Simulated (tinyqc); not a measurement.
BHZ model on a square lattice (one spin block): one step. One k point. Two cases, with inputs chosen for the exercise.

Question. Form e0, d and E = e0 -/+ |d|.

h(k) = e0 + d.s with s the Pauli matrices in the basis (E, H), k in units of 1/a: dx = (A/a) sin kx, dy = (A/a) sin ky, dz = M - (2B/a^2)(2 - cos kx - cos ky), e0 = -(2D/a^2)(2 - cos kx - cos ky). The other spin block is h*(-k). For small k this is the continuum model with dz = M - B k^2.

Give: e0; dx, dy, dz; levels.

Case 1.

Values chosen (of the size used for HgTe wells; not measured data):
- A = 3.8 eV angstrom
- B = -68.4 eV angstrom^2
- D = -56.6 eV angstrom^2
- M = 0.0076 eV (mass term)
- a = 20 angstrom (grid spacing)
- k = (-0.43, 0.51) 1/a (wave vector)

Answer.

e0 = 61.776 meV

dx, dy, dz (meV): -79.205  92.754  82.255

levels (meV): -85.338  208.890

Case 2.

Values chosen (of the size used for thin Bi2Se3 films; not measured data):
- A = 2.59 eV angstrom
- B = -17.9 eV angstrom^2
- D = -4.4 eV angstrom^2
- M = -0.087 eV (mass term)
- a = 8 angstrom (grid spacing)
- k = (-0.24, 0.25) 1/a (wave vector)

Answer.

e0 = 8.216 meV

dx, dy, dz (meV): -76.956  80.097  -53.578

levels (meV): -115.107  131.538

Computed by tinyqc, one run a case: `OMP_NUM_THREADS=1 python tinyqc.py N N+1 out.jsonl` with N = 1482425, 1482611; one thread of a shared Intel(R) Xeon(R) Processor @ 2.30GHz, about 0.09 s a run at most.
